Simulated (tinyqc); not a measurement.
# Worked calculation: MESFET, gradual channel with velocity saturation

tinyqc, about 0.07 s, one thread, Intel Xeon 2.30GHz (shared host): `OMP_NUM_THREADS=1 python tinyqc.py 2500133 2500134 out.jsonl` Printed values are rounded.

A uniformly doped n-type channel, depleted from the top by a Schottky gate; at channel potential V the depleted share of a is u = sqrt((Vbi - Vg + V)/Vp), s at the source. Electrons drift with v = mu E/(1 + mu E/vsat). Abrupt depletion edge, no series resistance, source at 0.

Inputs (values chosen for the exercise); material values close to those of gallium arsenide:
- T = 325 K (temperature)
- eps_r = 13 (relative permittivity of the semiconductor)
- Nc = 4.88e17 cm^-3 (conduction-band density of states at T)
- Nd = 2.4e16 cm^-3 (donor density of the channel)
- a = 380 nm (channel thickness)
- mu = 4600 cm^2/(V s) (low-field mobility at this doping)
- vsat = 9.5e6 cm/s (saturation velocity)
- L = 10 um (gate length)
- W = 200 um (gate width)
- phiB = 0.8 V (Schottky barrier)
- Vg = 0 V (gate voltage)
- Vd = 0.54 V (drain voltage)

Constants: q = 1.602176634e-19 C, kB = 1.380649e-23 J/K, Vt = kB T/q, eps0 = 8.8541878128e-14 F/cm where lengths are in cm. Results are converted to the units shown.

## Built-in and pinch-off voltages

Vbi = phiB - Vt ln(Nc/Nd); Vp = q Nd a^2/(2 eps0 eps_r); G0 = q mu Nd a W/L; Z = mu Vp/(vsat L); s = sqrt((Vbi - Vg)/Vp). VT = Vbi - Vp.

Vbi = 0.7156376 V
Vp = 2.411941 V
VT = -1.696304 V
G0 = 13.44290 mS
Z = 1.167887
s = 0.5447073

Z = 1.17: velocity saturation matters.

## Current below saturation

u = sqrt((Vbi - Vg + Vd)/Vp). I = (G0 Vp/3) F/(1 + Z (u^2 - s^2)), F = 3 (u^2 - s^2) - 2 (u^3 - s^3), with u at V = Vd; Z = 0 gives constant mobility, for which u stops at 1.

u = 0.7215207
F = 0.2436581
I for Z = 0 = 2.633416 mA
I = 2.087571 mA

The falling mobility lowers the current by 20.7 %.

## Iteration 1: the saturation point by Newton steps

u at the start = 0.545

a is the channel (half-)thickness, Vp its pinch-off voltage and Z = mu Vp/(vsat L); an iterate with u > 1 is an overshoot, not a physical state. f = (1 - u)(1 + Z (u^2 - s^2)) - Z F/3, F = 3 (u^2 - s^2) - 2 (u^3 - s^3); f' = -(1 + Z (u^2 - s^2)); u(new) = u - f/f'.

f = 0.4549999
f' = -1.000372
u after iteration 1 = 0.9998305

## Iteration 2: the saturation point by Newton steps

As before.

f = -0.1683023
f' = -1.820972
u after iteration 2 = 0.9074061

## Course of the iteration: the saturation point by Newton steps

Stop when u changes by less than 1e-10, or after 60 iterations.

Course of the iteration:
```
iteration          u  |change|
1          0.9998305     0.455
2          0.9074061    0.0924
3          0.9014205   5.99e-3
4          0.9013969   2.36e-5
5          0.9013969  3.67e-10
6          0.9013969         0
```

Converged in 6 iterations. At the end the number of correct digits about doubles with each step.

## Saturation voltage, current and transconductance

um = 0.9013969

Vdsat = Vp (um^2 - s^2); Isat = (G0 Vp/Z)(1 - um), which is q Nd vsat a W (1 - um); gm = G0 (um - s)/(1 + Z (um^2 - s^2)). For Z = 0: Vdsat = Vp (1 - s^2), Isat = (G0 Vp/3)(1 - 3 s^2 + 2 s^3), gm = G0 (1 - s).

Vdsat = 1.244104 V
Isat = 2.737471 mA
gm = 2.992335 mS
Vdsat for Z = 0 = 1.696304 V
Isat for Z = 0 = 4.681064 mA
gm for Z = 0 = 6.120455 mS

The current saturates with 9.86 % of the channel still open at the drain, at 0.585 of the constant-mobility current.
